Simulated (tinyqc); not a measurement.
The trial energy against the axis ratio: donor in an ellipsoidal valley (Kohn-Luttinger variational method). Computed by tinyqc, a small Python program. Command: `OMP_NUM_THREADS=1 python tinyqc.py 3026314 3026315 out.jsonl kohnlutt sweep`. One thread of a shared host (Intel(R) Xeon(R) Processor @ 2.30GHz), about 0.08 s of CPU time with the checks.

H = -(d^2/dx^2 + d^2/dy^2) - gamma d^2/dz^2 - 2/r in units built on m_t, with gamma = m_t/m_l and z along the valley axis. One valley; no valley-orbit or central-cell term.

Inputs (values chosen for the exercise, modelled on GaP): transverse mass m_t = 0.248 m_0; longitudinal mass m_l = 1.19 m_0; dielectric constant eps = 10.7.

Constants: Ry = 13.605693123 eV; a_0 = 0.529177210903 angstrom.

Method. Ry* = Ry m_t/eps^2, a* = a_0 eps/m_t, gamma = m_t/m_l. Trial function exp(-sqrt((x^2 + y^2)/a^2 + z^2/b^2)) with beta = b/a < 1: E = t/a^2 - u/a, t = (2 + gamma/beta^2)/3, u = 2 arcsin(sqrt(1 - beta^2))/sqrt(1 - beta^2); the best a is 2 t/u and E(beta) = -u^2/(4 t).

One run for each value:
```
trial ratio b/a  E(beta) (Ry*)  best a (a*)       t       u
0.15                   -0.5497       2.6134  3.7541  2.8730
0.25                   -1.0422       1.3062  1.7782  2.7227
0.36                   -1.3814       0.9331  1.2027  2.5779
0.46                   -1.5224       0.8084  0.9950  2.4615
0.56                   -1.5638       0.7536  0.8882  2.3571
0.67                   -1.5461       0.7289  0.8214  2.2539
0.88                   -1.4356       0.7259  0.7564  2.0840
0.98                   -1.3714       0.7341  0.7390  2.0134
```

Give the missing row, trial ratio b/a = 0.77.

Computed row:
```
trial ratio b/a  E(beta) (Ry*)  best a (a*)       t       u
0.77                   -1.5005       0.7228  0.7838  2.1690
```

Interpolating between the two neighbouring rows (the first column on a logarithmic scale, the others too where they are positive) misses most in E(beta) (Ry*), by 0.72 %. Over the rows, E(beta) (Ry*) goes from -0.550 through a minimum among these rows, -1.56 at 0.560, to -1.37; best a (a*) goes from 2.61 through a minimum among these rows, 0.723 at 0.770, to 0.734; t falls from 3.75 to 0.739 (exponent d ln y / d ln x -1.5 between the first rows and -0.22 between the last). Flattening raises the kinetic term t through gamma/beta^2 and the attraction u through a smaller mean distance; the minimum balances the two.

Extremes, crossings and ranges named in words are read from the listed rows.
